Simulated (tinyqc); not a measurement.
The whole curve: space-charge-limited current through a thin insulating or semi-insulating film with traps. Computed by tinyqc, a small Python program. Command: `OMP_NUM_THREADS=1 python tinyqc.py 3011787 3011788 out.jsonl sclc walk`. One thread of a shared host (Intel(R) Xeon(R) Processor @ 2.30GHz), about 0.01 s of CPU time with the checks.

One ohmic injecting contact at x = 0 (field zero), drift only, non-degenerate free carriers.

Inputs (values chosen for the exercise, modelled on HfO2):

| quantity | value | unit |
|---|---|---|
| permittivity eps | 22 | - |
| band mobility mu | 0.047 | cm^2/(V s) |
| effective density of states N_c | 1e+20 | 1/cm^3 |
| trap density N_t | 5.6e+18 | 1/cm^3 |
| equilibrium Fermi level below the band edge, E_0 | 0.89 | eV |
| thickness d | 35 | nm |
| free density at the anode, in units of N_c | 1.7e-05 | - |
| temperature T | 250 | K |
| trap level E_t below the band edge | 0.33 | eV |

Traps: single level.

Constants: k_B = 8.617333262e-05 eV/K; e = 1.602176634e-19 C; eps_0 = 8.8541878128e-12 F/m.

Method:
- Free density n_0 = N_c exp(-E_0/k_B T) in equilibrium; trapped density n_t(n) = N_t/(1 + n_1/n), n_1 = N_c exp(-E_t/k_B T).
- theta = n/(n + n_t) at the anode density; trap-filled-limit voltage V_TFL = e (N_t - n_t(n_0)) d^2/(2 eps eps_0).
- J = e mu n F and (eps eps_0/e) dF/dx = n - n_0 + n_t(n) - n_t(n_0) = rho(n). With F = J/(e mu n): d = (eps eps_0 J/(e^2 mu)) I_1 and V = (eps eps_0 J^2/(e^3 mu^2)) I_2, I_k = int_(n_L)^infinity dn/(n^(k+1) rho(n)), n_L the density at the anode; with u = n_L/n, 200 Gauss-Legendre points in t, u = 1 - (1 - t)^2.
- The last column is d ln J/d ln V up to the next row.

V_TFL = 2.82119 V

Current against voltage:

| n_L (1/cm^3) | V (V) | J (A/cm^2) | slope |
|---|---|---|---|
| 1.20e+02 | 1.0785e-11 | 3.3827e-24 | 1.773 |
| 4.10e+03 | 1.3632e-09 | 1.7994e-20 | 1.996 |
| 1.40e+05 | 4.7297e-08 | 2.1368e-17 | 2.000 |
| 4.90e+06 | 1.6562e-06 | 2.6190e-14 | 2.000 |
| 1.70e+08 | 5.7458e-05 | 3.1523e-11 | 2.000 |
| 5.90e+09 | 1.9929e-03 | 3.7950e-08 | 2.007 |
| 2.00e+11 | 6.6113e-02 | 4.2861e-05 | 2.222 |
| 7.00e+12 | 1.3122e+00 | 3.2812e-02 | 6.039 |
| 2.40e+14 | 2.7380e+00 | 2.7855e+00 | 79.035 |
| 8.40e+15 | 2.8659e+00 | 1.0284e+02 | 15.973 |
| 2.90e+17 | 3.6136e+00 | 4.1707e+03 | 3.127 |
| 1.00e+19 | 1.7603e+01 | 5.8953e+05 | - |

The slope starts at 1.77, peaks at 79.0 between 2.74 and 2.87 V and ends at 3.13. Rows below 0.22 V (10 k_B T/e) are formal, since diffusion from the contact rules there. Self-heating is left out, although J V exceeds 1e5 W/cm^2 at the last row. Rows above 10.5 V are formal, since the mean field exceeds 3 MV/cm and breakdown sets in. The steep part is the filling of the level near V_TFL = 2.82 V, from which N_t can be read; below it a slope near 2, where the rows show one, belongs to the square law scaled by theta.

Extremes, crossings and ranges named in words are read from the listed rows.
